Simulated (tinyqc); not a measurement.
# Undoped symmetric double-gate MOSFET, analytic potential model: effects of single changes

An undoped body of thickness ts between two equal insulators and tied gates; long channel, electrons only, n = ni exp((psi - V)/Vt) with V the quasi-Fermi potential (0 at the source, Vd at the drain), constant mobility, no quantisation. Across the body psi(x) = V - 2 Vt ln[(ts/(2 beta)) sqrt(q ni/(2 eps0 eps_r Vt)) cos(2 beta x/ts)], x from the centre. Q is the electron charge per area of the whole body.

Parameters, values chosen for the exercise; material values close to those of silicon:

| symbol | value | unit | meaning |
|---|---|---|---|
| T | 350 | K | temperature |
| Eg | 1.13 | eV | band gap |
| eps_r | 11.9 |  | relative permittivity of the semiconductor |
| Nc | 3.52e19 | cm^-3 | conduction-band density of states at T |
| Nv | 3.33e19 | cm^-3 | valence-band density of states at T |
| eox | 7.58 |  | relative permittivity of the gate insulator |
| tox | 4.5 | nm | insulator thickness |
| ts | 12 | nm | body thickness |
| dphi | -0.01 | V | gate work function less that of the intrinsic body |
| mu | 190 | cm^2/(V s) | channel mobility |
| L | 2 | um | gate length |
| Vd | 0.3 | V | drain voltage |

Constants: q = 1.602176634e-19 C, kB = 1.380649e-23 J/K, Vt = kB T/q, eps0 = 8.8541878128e-14 F/cm where lengths are in cm. Results are converted to the units shown.

Each table varies one quantity; the others keep the values above.

## Effect of the body thickness

ni = sqrt(Nc Nv) exp(-Eg/(2 Vt)), Eg in volts; r = eps_r tox/(eox ts); V0 = dphi + 2 Vt ln[(2/ts) sqrt(2 eps0 eps_r Vt/(q ni))]. beta (between 0 and pi/2) solves (Vg - V0 - V)/(2 Vt) = ln(beta) - ln(cos beta) + 2 r beta tan(beta). Q = 8 eps0 eps_r Vt beta tan(beta)/ts; I = mu (1/L)(4 eps0 eps_r/ts)(2 Vt)^2 [g(beta_s) - g(beta_d)] per width, g = beta tan(beta) - beta^2/2 + r beta^2 tan^2(beta), with beta_s at V = 0 and beta_d at V = Vd.  I(low) is taken at Vg = 0.2 V, Qs and I(high) at Vg = 0.95 V.

Results:
```
ts (nm),V0 (V),I(low) (nA/um),Qs(high) (nC/cm^2),I(high) (uA/um)
4,0.5176,0.04859,1156,21.98
5.6,0.4973,0.06803,1164,22.29
7.8,0.4773,0.09475,1170,22.52
15,0.4379,0.1822,1176,22.80
21,0.4176,0.2550,1177,22.87
30,0.3961,0.3641,1178,22.92
```

Estimate the missing row, ts = 11 nm.

Computed row:
```
ts (nm),V0 (V),I(low) (nA/um),Qs(high) (nC/cm^2),I(high) (uA/um)
11,0.4566,0.1336,1174,22.70
```

With this row back in the table: As ts goes from 4 to 30 nm, I(low) rises from 0.0486 to 0.364 nA/um and I(high) rises from 22.0 to 22.9 uA/um. On average I(low) goes as ts^(1.00) and I(high) goes as ts^(0.02). Below threshold the charge is proportional to the cross-section of the body; above it the insulator sets the charge. In every row the surface density at the source at the higher gate voltage passes 0.3 Nc, where Boltzmann statistics fail. For ts = 4 to 5.6 nm the body is thin enough for quantum confinement, left out here, to raise the threshold.

## Effect of the insulator thickness

Same model as above.

The same in every row: V0 (V) = 0.45136.

Results:
```
tox (nm),I(low) (nA/um),Qs(high) (nC/cm^2),I(high) (uA/um)
1.5,0.14577,3024.3,55.386
2.2,0.14577,2180.7,40.806
3.1,0.14576,1623.0,30.898
6.5,0.14573,850.66,16.705
9.4,0.14570,613.78,12.206
14,0.14566,429.93,8.6512
```

Estimate the missing row, tox = 4.5 nm.

Computed row:
```
tox (nm),I(low) (nA/um),Qs(high) (nC/cm^2),I(high) (uA/um)
4.5,0.14575,1174.2,22.729
```

With this row back in the table: As tox goes from 1.5 to 14 nm, I(low) stays near 0.146 nA/um and I(high) falls from 55.4 to 8.65 uA/um. On average I(low) is independent of tox and I(high) goes as tox^(-0.83). Below threshold no voltage drops over the insulator in this long-channel model, so its thickness does not matter there. For tox = 1.5 to 9.4 nm the surface density at the source at the higher gate voltage passes 0.3 Nc, where Boltzmann statistics fail.

Program tinyqc, `OMP_NUM_THREADS=1 python tinyqc.py 2440118 2440119 out.jsonl`; Intel Xeon 2.30GHz, shared host, one thread, about 0.03 s.
